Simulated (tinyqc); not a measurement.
From threshold to a deep level: trap in a gate oxide as a short-range spherical well.

A spherical well of radius R and depth V0 below the conduction edge, one mass m, c = hbar^2/2m0. The s level at binding Et solves k cot(k R) = -kappa with k = sqrt(m (V0 - Et)/c), kappa = sqrt(m Et/c); it exists for V0 > Vc = c (pi/2R)^2/m. Outside, psi falls as exp(-kappa r)/r.

Constants: hbar^2/2m0 = 3.80998211 eV angstrom^2.

Inputs chosen for the exercise (out of a larger set: near those of SiO2 on Si; not measured data): R = 2.9 angstrom (radius of the well); m = 0.461 m0 (mass); fV = (1.03, 1.12, 1.34, 1.59, 2.18, 3.32, 6.47) (V0/Vc).

Et against the depth at fixed R; near threshold Et = (pi^2/16)(V0 - Vc)^2/Vc.

Results:
```
V0/Vc  V0 (eV)   Et (eV)  threshold form (eV)  1/kappa (angstrom)  share outside
1.03     2.497  0.001317             0.001346                79.2          0.964
1.12     2.716   0.01981              0.02154                20.4          0.869
1.34     3.249    0.1389               0.1729                 7.7          0.696
1.59     3.855    0.3665               0.5207                 4.7          0.562
2.18     5.286     1.140                2.083                 2.7          0.378
3.32     8.050     3.112                8.050                 1.6          0.221
6.47    15.688     9.674                44.75                 0.9          0.093
```

The threshold form holds to 10 % up to V0/Vc = 1.12 of those listed. There the state is mostly outside the well (96 % in the first row) and knows only Et, which is why a delta-well model works; more than half is inside from V0/Vc = 2.18 on. A second s level would need V0/Vc > 9. From V0/Vc = 6.47 on Et exceeds the gap of the host, about 9 eV, so those rows only show the model.

Computed by tinyqc, a small Python program: `OMP_NUM_THREADS=1 python tinyqc.py 1251997 1251998 out.jsonl` (the numbers bound the seed that draws the inputs); one thread of a shared host (Intel(R) Xeon(R) Processor @ 2.30GHz), about 0.01 s for the whole set of steps.
